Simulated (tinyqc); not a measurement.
Thermoelectric coefficients of a parabolic band, Landauer integrals: one step of the calculation.

Bulk parabolic band, x = (E - Ec)/kB T, C = hbar^2/(2 m0), kB T in eV. Modes per area gv m kB T x/(4 pi C) times the back-scattering length l0 x^rr give the transport function s0 X(x), s0 = (2 q^2/h) gv m kB T l0/(4 pi C), X = x^(1 + rr). I_k = int X (x - eta)^k w dx, w = 1/(4 cosh^2((x - eta)/2)).

Question. Power factor and figure of merit. Power factor S^2 sigma, ZT = S^2 sigma T/(kappa_e + kL).

Parameters, values chosen for the exercise: temperature T = 500 K; lattice thermal conductivity kL = 0.52 W/(m K).

sigma = 63.044353 S/cm
S = -459.85271 uV/K
kappa_e = 0.070225235 W/(m K)

Give: power factor; ZT; electronic share of kappa.

Answer.

power factor = 1.3332 mW/(m K^2)
ZT = 1.1294
electronic share of kappa = 11.898 %

Range of the model: Parabolic bands, elastic scattering and a fixed kL make these model figures, not those of a material.

Program tinyqc, `OMP_NUM_THREADS=1 python tinyqc.py 2800024 2800025 out.jsonl`; Intel Xeon 2.30GHz, shared host, one thread, about 0.07 s.
